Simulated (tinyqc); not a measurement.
Sputter depth profiling of a dopant layer: erosion rate, quantification and the mixing-roughness response. Inputs raised by 2 %, one at a time. Computed by tinyqc, a small Python program. Command: `OMP_NUM_THREADS=1 python tinyqc.py 3029155 3029156 out.jsonl sims sens`. One thread of a shared host (Intel(R) Xeon(R) Processor @ 2.30GHz), about 0.04 s of CPU time with the checks.

A rastered ion beam erodes silicon (49.94 atoms per nm^3). The measured profile is the true one convolved with a depth response.

Inputs (values chosen for the exercise, modelled on a dopant in silicon under an oxygen or caesium beam): beam energy E = 0.75 keV; beam current = 470 nA; raster side = 400 um; sputter yield at 1 keV = 0.61; mixing length at 1 keV = 2.2 nm; roughness sigma = 0.4 nm; depth of the layer z0 = 24 nm; sheet density Q = 6.9e+12 1/cm^2; relative sensitivity factor RSF = 2.8e+21 1/cm^3; matrix count rate = 970000 1/s; background count rate = 1 1/s; counting time per point = 1 s; level that defines the junction C_B = 6e+17 1/cm^3.

True profile: delta layer.

Constants: e = 1.602176634e-19 C.

Method:
- Scaling chosen for the exercise: yield Y = Y1 E^0.5, mixing length w = w1 E^0.5 (E in keV).
- Erosion rate = Y I/(e x raster^2 x density); depth step = rate x counting time; concentration = RSF x counts/matrix counts; detection limit = RSF x 3 sqrt(background x time)/(matrix rate x time).
- Mixing alone turns a layer at z0 into (1/w) exp(-(z - z0 + w)/w) for z > z0 - w; roughness adds a Gaussian of width sigma. With x = z - z0 + w: g(x) = (1/(2w)) exp(sigma^2/(2 w^2) - x/w) erfc((sigma/w - x/sigma)/sqrt2), and its integral G(x) = (1/2) erfc(-x/(sigma sqrt2)) - w g(x). Measured: Q g(x), 1 nm = 1e-7 cm.
- Find the maximum, the full width at half maximum and the deep point where the profile falls to C_B; far down, the trailing edge decays by w ln(10) per decade.

Runs; columns: (1) input moved; (2) from; (3) to; (4) full width at half maximum (nm); (5) peak concentration (1/cm^3); (6) apparent junction depth (nm); (7) erosion rate (nm/s):
```
(1)                                               (2)        (3)     (4)         (5)     (6)      (7)
base run                                            -          -  2.2316  2.4372e+19  29.949  0.19395
beam energy E (keV)                              0.75      0.765  2.2454  2.4204e+19  29.988  0.19588
mixing length at 1 keV (nm)                       2.2      2.244  2.2593  2.4036e+19  30.028  0.19395
roughness sigma (nm)                              0.4      0.408  2.2486  2.4225e+19  29.951  0.19395
level that defines the junction C_B (1/cm^3)    6e+17   6.12e+17  2.2316  2.4372e+19  29.911  0.19395
sheet density Q (1/cm^2)                      6.9e+12  7.038e+12  2.2316  2.4859e+19  29.987  0.19395
beam current (nA)                                 470      479.4  2.2316  2.4372e+19  29.949  0.19782
```

Exponents ln(y'/y) / ln(x'/x):
```
input                                full width at half maximum  peak concentration  apparent junction depth  erosion rate
beam energy E                                             0.311              -0.349                    0.066           0.5
mixing length at 1 keV                                    0.623              -0.699                    0.133           0.0
roughness sigma                                           0.382              -0.304                    0.003           0.0
level that defines the junction C_B                       0.000               0.000                   -0.064           0.0
sheet density Q                                           0.000               1.000                    0.064           0.0
beam current                                              0.000               0.000                    0.000           1.0
```

Among the inputs moved here: full width at half maximum answers most in size to mixing length at 1 keV (exponent +0.623), next to roughness sigma (+0.382); its exponent is below 0.0005 for level that defines the junction C_B, sheet density Q, beam current. Peak concentration answers most in size to sheet density Q (exponent +1.000), next to mixing length at 1 keV (-0.699); its exponent is below 0.0005 for level that defines the junction C_B, beam current. Its exponent +1.000 in sheet density Q: convolution is linear. Apparent junction depth answers most in size to mixing length at 1 keV (exponent +0.133), next to beam energy E (+0.066); its exponent is below 0.0005 for beam current. Erosion rate answers most in size to beam current (exponent +1.000), next to beam energy E (+0.500); its exponent is below 0.0005 for mixing length at 1 keV, roughness sigma, level that defines the junction C_B, sheet density Q. Its exponent +0.500 in beam energy E: the chosen yield law.

Extremes, crossings and ranges named in words are read from the listed rows.
